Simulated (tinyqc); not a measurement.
# Mobility of a non-polar semiconductor in the relaxation-time approximation, step by step

A worked calculation. Computed by tinyqc, a small Python program that keeps every step. Command: `OMP_NUM_THREADS=1 python tinyqc.py 3013554 3013555 out.jsonl rta walk`. One thread of a shared host (Intel(R) Xeon(R) Processor @ 2.30GHz), about 0.01 s of CPU time with the checks. Intermediate numbers are printed to about 6 digits and carried at full precision; extremes and crossings named in words are read from the listed rows.

Each valley is treated as a sphere of mass m_d for states and rates, with one isotropic relaxation time; the conductivity mass m_c sets the current.

Inputs (values chosen for the exercise, modelled on electrons in diamond):
```
quantity                                            value       unit
longitudinal mass m_l                                1.54        m_0
transverse mass m_t                                 0.274        m_0
equivalent valleys Z                                    6          -
non-parabolicity alpha                                0.2       1/eV
static permittivity eps_s                             5.7          -
density rho                                          3515     kg/m^3
sound velocity v_l                                  18500        m/s
acoustic deformation potential D_A                    7.9         eV
phonon energy hbar w                                  146        meV
optical or intervalley deformation potential D_o      7.3  1e8 eV/cm
final valleys Z_f                                       5          -
carrier density n                                 1.8e+14     1/cm^3
compensation ratio C                                 0.57          -
temperature T                                         500          K
```

Band: Kane. Impurity formula: Conwell-Weisskopf. Further scattering: none.

Constants: k_B = 8.617333262e-05 eV/K; m_0 = 9.1093837015e-31 kg; e = 1.602176634e-19 C; hbar = 1.054571817e-34 J s; eps_0 = 8.8541878128e-12 F/m; k_B = 1.380649e-23 J/K; hbar = 6.582119569e-16 eV s.

## Masses

m_d = (m_l m_t^2)^(1/3); 1/m_c = (1/m_l + 2/m_t)/3; Hall mass factor A = 3 K_m (K_m + 2)/(2 K_m + 1)^2, K_m = m_l/m_t; N_I = n (1 + C)/(1 - C).

density-of-states mass m_d = 0.487163 m_0

conductivity mass m_c = 0.377424 m_0

Hall mass factor A = 0.857524

ionised impurity density N_I = 6.57209e+14 1/cm^3

## Fermi level and screening

Kane band: hbar^2 k^2/(2 m) = E (1 + alpha E), speed v = hbar k/(m (1 + 2 alpha E)), states per spin, volume and energy g(E) = m k (1 + 2 alpha E)/(2 pi^2 hbar^2); overlap factors are set to 1. Here m = m_d. Masses are multiplied by m_0 and all formulas are in SI units. The reduced Fermi level eta = E_F/(k_B T) solves n = 2 Z int g f dE with f = 1/(1 + exp(x - eta)) (Z = 1 unless valleys are given); screening length L_s = sqrt(eps_s eps_0 k_B T/(e^2 dn/deta)), dn/deta = 2 Z int g f (1 - f) dE. Integrals over x = E/(k_B T) use 160 Gauss-Legendre points in u = sqrt(x) from 0 to sqrt(max(eta, 0) + 32).

reduced Fermi level eta = -13.3565

screening length L_s = 274.595 nm

The gas is non-degenerate (eta < -2), and L_s is close to the Debye length.

## Rates at a few energies

Phonon occupation N_q = 1/(exp(hbar w/(k_B T)) - 1). Acoustic deformation potential (elastic, equipartition, absorption and emission together): 1/tau = 2 pi k_B T D_A^2 g(E)/(hbar rho v_l^2). Optical or intervalley deformation potential: 1/tau = (pi Z_f D_o^2/(rho w)) [N_q g(E + hbar w) + (N_q + 1) g(E - hbar w)], with g = 0 below the band edge. Each optical term is multiplied by (1 - f(E'))/(1 - f(E)), E' the final energy, for Pauli blocking. Singly charged impurities, momentum relaxation: 1/tau = N_I e^4 m (1 + 2 alpha E) Phi/(8 pi (eps_s eps_0)^2 hbar^3 k^3), with alpha = 0 for a parabolic band. Conwell-Weisskopf: Phi = ln(1 + y^2), y = 4 pi eps_s eps_0 E N_I^(-1/3)/e^2 (largest impact parameter N_I^(-1/3)/2).

Rates (1e12/s) at E = (max(eta, 0) + 0.5, 1, 2, 4) k_B T:
```
E (meV)  acoustic  optical  ionised impurity
21.543    0.58740  0.30905         0.0812059
43.087    0.83961  0.33165         0.0374363
86.173    1.21265  0.37494         0.0163785
172.347   1.78703  3.84740         0.0069363
```

## Mobility for each process alone

mu = (m_d/m_c) (2 Z e/(3 n k_B T)) int g v^2 tau f (1 - f) dE. Averages over x are split at the emission threshold x_0 = hbar w/(k_B T): 64 Gauss-Legendre points in sqrt(x) below it and 128 in sqrt(x - x_0) above it, up to x = max(eta, 0) + 32.

acoustic mobility = 3930.94 cm^2/(V s)

optical mobility = 9708.56 cm^2/(V s)

ionised impurity mobility = 380126 cm^2/(V s)

## All processes together

Rates are added at each energy before the average. With <y> = int g v^2 y f (1 - f) dE: Hall factor r_H = A (3 n k_B T/(2 Z m_d)) <tau^2/(1 + 2 alpha E)>/<tau>^2 (alpha = 0 for a parabolic band); Hall mobility r_H mu; |S| = (k_B/e) (<x tau>/<tau> - eta); resistivity 1/(n e mu).

drift mobility mu = 2549.10 cm^2/(V s)

Hall factor r_H = 1.06381

Hall mobility = 2711.75 cm^2/(V s)

Seebeck coefficient |S| = 1305.91 microvolt/K

resistivity = 13.6029 ohm cm

Taking r_H = 1 in a Hall measurement would give a density 0.940 times the true one. Caution: n is taken as given; at low temperature (in diamond even at 300 K) real dopants can freeze out, which changes n and N_I.

## Matthiessen's rule against the full average

Matthiessen's rule adds 1/mu of the separate processes.

Separate mobilities:
```
process           mu (cm^2/(V s))  share of the sum of 1/mu (%)
acoustic                     3931                       70.6596
optical                      9709                       28.6097
ionised impurity           380126                        0.7307
```

mobility by Matthiessen's rule = 2777.59 cm^2/(V s)

excess of Matthiessen's rule over the full mu = 8.96352 %

The rule gives 2778 against the full 2549, 9.0 % too high; it can only overestimate, since each separate average is carried by the energies where that process is weak. The largest shares are acoustic (71 %) and optical (29 %).

Checks made by the program: the sum rule (2 Z/(3 k_B T)) int g v^2 (1 + 2 alpha E) f (1 - f) dE = n/m_d (relative difference 5e-10).
